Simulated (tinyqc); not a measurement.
# MOS inversion layer, Poisson-Schroedinger loop, step by step

Computed by the program tinyqc: `OMP_NUM_THREADS=1 python tinyqc.py 2160105 2160106 out.jsonl`, one thread of a shared Intel Xeon 2.30GHz, about 0.6 s for the whole run. Printed values are rounded.

Electrons confined at an insulator interface at z = 0, treated as a hard wall; parabolic valleys, Hartree approximation, no image or exchange terms. The depletion charge lies far deeper than the electrons and gives a uniform field q Nd/(eps0 eps_r); the gate balances all charge. Energies are counted from the band edge at the interface.

Values chosen for this exercise; masses and permittivity close to those of gallium nitride:
- T = 200 K (temperature)
- eps_r = 9.55 (relative permittivity)
- mz1 = 0.198 m0 (mass along z of valley set A (1 valley(s)))
- md1 = 0.199 m0 (in-plane density-of-states mass of set A)
- Ns = 6e12 cm^-2 (sheet density of electrons)
- Nd = 3.5e11 cm^-2 (sheet density of depletion charge)
- hz = 0.83 nm (mesh step)
- a = 0.3 (mixing factor)

Constants: q = 1.602176634e-19 C, kB = 1.380649e-23 J/K, hbar = 1.054571817e-34 J s, m0 = 9.1093837015e-31 kg, Vt = kB T/q, eps0 = 8.8541878128e-14 F/cm where lengths are in cm, hbar^2/(2 m0) = 0.0380998212 eV nm^2. Results are converted to the units shown.

## Fixed part of the potential

z, node 1 to 17 (nm): 0.83  1.66  2.49  3.32  4.15  4.98  5.81  6.64  7.47  8.3  9.13  9.96  10.79  11.62  12.45  13.28  14.11

V0 = q Nd z/(eps0 eps_r) in eV.

fixed potential V0, node 1 to 17 (eV): 0.00550433  0.01100866  0.01651299  0.02201732  0.02752165  0.03302598  0.03853031  0.04403464  0.04953897  0.05504330  0.06054763  0.06605195  0.07155628  0.07706061  0.08256494  0.08806927  0.09357360

## Round 1: levels and probability densities

self-consistent potential U at the start, node 1 to 17 (eV): 0  0  0  0  0  0  0  0  0  0  0  0  0  0  0  0  0

Tridiagonal Hamiltonian with psi = 0 one step beyond both ends: H_ii = C (1/m_(i-1/2) + 1/m_(i+1/2))/hz^2 + V0_i + U_i, H_(i,i+1) = -C/(m_(i+1/2) hz^2), C = hbar^2/(2 m0). The lowest 2 level(s) are kept, normalised to hz sum |psi|^2 = 1. The mass is the same on all intervals.

levels (eV): A1 0.04754101, A2 0.08478441

```
node  |psi|^2 of A1 (1/nm)  |psi|^2 of A2 (1/nm)
1                0.0231706             0.0266906
2                0.0792586             0.0786100
3                0.1398896             0.1045374
4                0.1805907             0.0825089
5                0.1910295             0.0348259
6                0.1746013             0.0022784
7                0.1420710             0.0099994
8                0.1048683             0.0534384
9                0.0711178             0.1079865
10               0.0447036             0.1479118
11               0.0262000             0.1596984
12               0.0143600             0.1443826
13               0.0073520             0.1121233
14               0.0034841             0.0750001
15               0.0014859             0.0421489
16               0.0005245             0.0182550
17               0.0001119             0.0044235
```

## Round 1: Fermi level and occupations

Level k holds N_k = D_k Vt ln(1 + exp((EF - E_k)/Vt)) with D = md1 m0 q/(pi hbar^2) per eV (spin included); EF is fixed by sum N_k = Ns.

EF = 0.09862869 eV
N_k (cm^-2): A1 4.318928e12, A2 1.681072e12

## Round 1: density, output potential and mixing

n_i = sum_k N_k |psi_k|^2 (converted to cm^-3). Hartree part by Gauss: on the interval before node i the electrons still beyond are S_i = Ns - hz sum_(j<i) n_j, and U_i = U_(i-1) + q S_i hz/(eps0 eps_r) in eV, U_0 = 0 at the interface. Mixing: U(new) = U + a (U(out) - U).

```
node  n (1e18 cm^-3)  U(out) (eV)  U after round 1 (eV)
1           1.449408    0.0943599             0.0283080
2           4.744615    0.1868279             0.0560484
3           7.799080    0.2731027             0.0819308
4           9.186616    0.3491973             0.1047592
5           8.835873    0.4133005             0.1239901
6           7.579203    0.4658701             0.1397610
7           6.304042    0.5085464             0.1525639
8           5.427523    0.5429940             0.1628982
9           4.886857    0.5703570             0.1711071
10          4.417220    0.5913411             0.1774023
11          3.816204    0.6065594             0.1819678
12          3.047373    0.6167963             0.1850389
13          2.202402    0.6230555             0.1869167
14          1.411284    0.6264398             0.1879320
15          0.772729    0.6279820             0.1883946
16          0.329532    0.6285155             0.1885547
17          0.079195    0.6286189             0.1885857
```

## Course of the self-consistent loop

Start from U = 0. Stop when the largest |U(out) - U| is below 1e-7 eV, or after 60 rounds. From round 2 on: Anderson mixing of depth m keeps the last m inputs V and residuals F = V(out) - V(in), fits c by least squares to F = dF c over their successive differences dF, dV, and sets V(new) = V + a F - (dV + a dF) c. Here m = 3.

Course of the iteration:
```
round  level A1 (eV)     EF (eV)  largest |U(out) - U| (eV)
1         0.04754101  0.09862869                      0.629
2          0.1509406   0.2173070                      0.189
3          0.2147245   0.2823642                     0.0843
4          0.2726008   0.3399674                     0.0106
5          0.2786781   0.3449108                    5.18e-3
6          0.2795231   0.3458791                    2.05e-3
7          0.2807304   0.3470829                    7.44e-4
8          0.2811589   0.3475280                    3.98e-4
9          0.2808841   0.3472713                    1.12e-4
10         0.2809426   0.3473312                    2.75e-5
11         0.2809587   0.3473474                    7.51e-6
12         0.2809590   0.3473478                    5.25e-6
13         0.2809595   0.3473486                    2.10e-6
14         0.2809597   0.3473489                    6.09e-7
15         0.2809596   0.3473488                    4.42e-7
16         0.2809593   0.3473485                    1.77e-7
17         0.2809593   0.3473485                    1.23e-7
18         0.2809593   0.3473485                    9.12e-8
```

Converged in 18 rounds.

## Converged levels, occupations and centroid

converged U, node 1 to 17 (eV): 0.0943600  0.1740293  0.2271162  0.2581296  0.2758541  0.2865360  0.2934249  0.2980159  0.3010422  0.3029575  0.3041021  0.3047410  0.3050699  0.3052228  0.3052843  0.3053036  0.3053071

Solve for the levels with V0 + U, find EF, n_i = sum_k N_k |psi_k|^2 (in cm^-3); share of each level N_k/Ns; centroid sum n z/sum n.

levels (eV): A1 0.2809593, A2 0.3644829
EF = 0.3473485 eV
shares (%): A1 92.48242, A2 7.51758
n, node 1 to 17 (in units of 1e19 cm^-3): 1.125450  2.036468  1.691058  1.018067  0.539537  0.290579  0.176041  0.119867  0.085115  0.059044  0.038746  0.023744  0.013483  0.007007  0.003230  0.001211  0.000268
centroid = 2.685514 nm

An 800-node mesh to 24 nm with 8 levels a set gives A1 = 0.2843 eV, EF = 0.3508 eV and a centroid of 2.771 nm; the levels kept above hold 99.1 % of the electrons there. The coarse centroid is 3.1 % below the fine one.

## Closed-form estimates

Triangular well: E_k = a_k (C F^2/mz)^(1/3), a_1 = 2.338107, a_2 = 4.087949, C = hbar^2/(2 m0), F in eV/nm. Fang-Howard (all electrons in the lowest level of set A): b^3 = 6 (mz1/C) q (Nd + 11 Ns/32)/(eps0 eps_r), centroid 3/b, level C b^2/(4 mz1) + (3/b) q (Nd + 11 Ns/16)/(eps0 eps_r). Use F = q (Nd + Ns)/(eps0 eps_r), the surface field, and F = q (Nd + Ns/2)/(eps0 eps_r).

A1 with the surface field = 0.3289817 eV
A1 with Nd + Ns/2 = 0.2147925 eV
A2 with Nd + Ns/2 = 0.3755434 eV
b = 1.125399 1/nm
Fang-Howard centroid = 2.665722 nm
Fang-Howard level = 0.2869572 eV

Against the self-consistent A1 = 0.2843 eV on a fine mesh, the surface-field estimate is 16 % above it, the half-charge one 24 % below it and Fang-Howard 0.94 % above it. A1 holds 92.6 % of the electrons, and the Fang-Howard centroid is 3.8 % below the full one.
